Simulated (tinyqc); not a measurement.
# Changing the temperature T

Model: specific resistance of a metal-semiconductor contact and its transmission-line measurement. Computed by tinyqc, a small Python program. Command: `OMP_NUM_THREADS=1 python tinyqc.py 3028790 3028791 out.jsonl contact sweep`. One thread of a shared host (Intel(R) Xeon(R) Processor @ 2.30GHz), about 0.01 s of CPU time with the checks.

The barrier is parabolic (depletion approximation), energies E are normal energies counted from the band edge in the neutral semiconductor (downwards for holes), and the bias is zero. xi is an input, held fixed when other inputs move.

Inputs (values chosen for the exercise, modelled on p-type SiGe):

| quantity | value | unit |
|---|---|---|
| tunnelling mass m | 0.3 | m_0 |
| permittivity eps | 13 | - |
| Richardson constant A* | 31 | A/(cm^2 K^2) |
| barrier height phi_B | 0.39 | eV |
| doping N | 6.6e+20 | 1/cm^3 |
| Fermi level above the band edge in the bulk, xi | 0.34 | eV |

Image-force lowering: included.

Constants: hbar = 1.054571817e-34 J s; eps_0 = 8.8541878128e-12 F/m; m_0 = 9.1093837015e-31 kg; k_B = 8.617333262e-05 eV/K; e = 1.602176634e-19 C.

Method:
- E_00 = (e hbar/2) sqrt(N/(eps eps_0 m)); band bending E_b = phi_B + xi; depletion width w = sqrt(2 eps eps_0 E_b/(e^2 N)). Image lowering d_phi = (e^3 N E_b/(8 pi^2 (eps eps_0)^3))^(1/4) (E_b in volts), and E_b - d_phi replaces E_b everywhere except in w.
- WKB transmission for E < E_b, with a = E/E_b: D = exp{-(E_b/E_00) [sqrt(1 - a) - a ln((1 + sqrt(1 - a))/sqrt(a))]}; D = 1 above.
- At zero bias 1/rho_c = (e A*/k_B^2) int D(E) f(E) dE, f = 1/(1 + exp((E - xi)/k_B T)); 200 Gauss-Legendre points from 0 to E_b, and k_B T ln(1 + exp((xi - E_b)/k_B T)) for the part above the barrier; the share of tunnelling is the part below.

One run for each value:

| temperature T (K) | specific contact resistance rho_c (ohm cm^2) | rho_c by thermionic emission alone (ohm cm^2) | share of tunnelling (%) |
|---|---|---|---|
| 100 | 1.1393e-09 | 1.1318e-06 | 99.899 |
| 130 | 1.1387e-09 | 3.7723e-07 | 99.698 |
| 170 | 1.1379e-09 | 1.5169e-07 | 99.250 |
| 220 | 1.1365e-09 | 7.3882e-08 | 98.462 |
| 280 | 1.1344e-09 | 4.1910e-08 | 97.293 |
| 360 | 1.1308e-09 | 2.5211e-08 | 95.515 |
| 460 | 1.1251e-09 | 1.6326e-08 | 93.109 |
| 600 | 1.1147e-09 | 1.0726e-08 | 89.607 |

Over the rows, specific contact resistance rho_c (ohm cm^2) falls from 1.14e-9 to 1.11e-9 (exponent d ln y / d ln x -0.0017 between the first rows and -0.035 between the last); rho_c by thermionic emission alone (ohm cm^2) falls from 1.13e-6 to 1.07e-8 (exponent d ln y / d ln x -4.2 between the first rows and -1.6 between the last); share of tunnelling (%) falls from 99.9 to 89.6 (exponent d ln y / d ln x -0.0077 between the first rows and -0.14 between the last). The exponent of specific contact resistance rho_c stays between -0.03 and 0.00, near 0: field emission.

Caution (all rows): the barrier is thinner than 1.5 nm, about the spacing of dopants, so a smooth parabolic barrier and WKB are rough.
